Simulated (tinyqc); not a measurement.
## Core-level spacing from the offsets

Problem. For an overlayer B on a substrate A, dEv = (iB - iA) - (cB - vB) + (cA - vA) in binding energies, and dEc + dEv = EgB - EgA. Find dEv and the spacing iB - iA that a thin film must show.

Values chosen for this exercise:
```
symbol  value  unit                 meaning
EgA      0.74    eV  gap of the substrate A
EgB      6.07    eV  gap of the overlayer B
```

dEc = 2.2634312 eV
cA - vA = 44.686569 eV
cB - vB = 65.11 eV

Answer. The gaps give dEv, and the Kraut relation is solved for the spacing.

dEv = 3.0666 eV
iB - iA = 23.490 eV

tinyqc, about 0.01 s, one thread, Intel Xeon 2.30GHz (shared host): `OMP_NUM_THREADS=1 python tinyqc.py 2410112 2410113 out.jsonl`
